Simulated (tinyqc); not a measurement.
Charge stability of a double quantum dot, constant-interaction model with a charge sensor: two steps of the calculation.

Capacitance matrix C = [[C1, -Cm], [-Cm, C2]], C1 = G1 + X1 + Cm + L1, C2 = G2 + X2 + Cm + L2. Gate charges n1 = (G1 V1 + X1 V2)/q, n2 = (X2 V1 + G2 V2)/q. The state (N1, N2) has U = (1/2) d^T E d with d = (N1 - n1, N2 - n2) and E = q^2 C^(-1). Leads at 0 V; no tunnel coupling, spin or level spacing. The sensor reads s1 <N1> + s2 <N2>.

Parameters, values chosen for the exercise:
- G1 = 3.7 aF (gate 1 to dot 1)
- G2 = 5 aF (gate 2 to dot 2)
- X1 = 1.3 aF (gate 2 to dot 1)
- X2 = 0.47 aF (gate 1 to dot 2)
- Cm = 4.8 aF (between the dots)
- L1 = 24 aF (dot 1 to leads and ground)
- L2 = 16 aF (dot 2 to leads and ground)
- V1 = 36.5 mV (voltage of gate 1)
- V2 = 14.1 mV (voltage of gate 2)

Constants: q = 1.602176634e-19 C. Results are converted to the units shown.

Question 1. Charging energies and lever arms. E = q^2 C^(-1) holds EC1, EC2 on the diagonal and ECm off it; the lever arms are A = C^(-1) [[G1, X1], [X2, G2]] (row: dot, column: gate).

Give: C; E; lever arms; gate charges.

Answer 1.

C (aF):

|  | 1 | 2 |
|---|---|---|
| 1 | 33.8 | -4.8 |
| 2 | -4.8 | 26.27 |

E (meV):

|  | 1 | 2 |
|---|---|---|
| 1 | 4.8664 | 0.8892 |
| 2 | 0.8892 | 6.2614 |

lever arms (eV/V):

|  | 1 | 2 |
|---|---|---|
| 1 | 0.11499 | 0.06724 |
| 2 | 0.03890 | 0.20262 |

gate charges: n1 0.95732, n2 0.54710

ECm is 16.1 % of the geometric mean of EC1 and EC2.

Question 2. Triple points. The states (0,0), (1,0), (0,1) meet where E n = (EC1/2, EC2/2), and (1,1), (1,0), (0,1) where E n = (EC1/2 + ECm, EC2/2 + ECm); the gate voltages follow from n.

E (meV):

|  | 1 | 2 |
|---|---|---|
| 1 | 4.8664425 | 0.8891863 |
| 2 | 0.8891863 | 6.2613535 |

Wanted: gate charges; gate voltages; distance between the points.

Answer 2.

gate charges:

|  | n1 | n2 |
|---|---|---|
| electron point | 0.4195 | 0.4404 |
| hole point | 0.5805 | 0.5596 |

gate voltages (mV):

|  | V1 | V2 |
|---|---|---|
| electron point | 13.66 | 12.83 |
| hole point | 19.48 | 16.10 |

distance between the points = 6.676 mV

The line between the two points is the (1,0)-(0,1) transition, where an electron moves from dot to dot.

Computed by the program tinyqc: `OMP_NUM_THREADS=1 python tinyqc.py 2470102 2470103 out.jsonl`, one thread of a shared Intel Xeon 2.30GHz, about 0.01 s for the whole run.
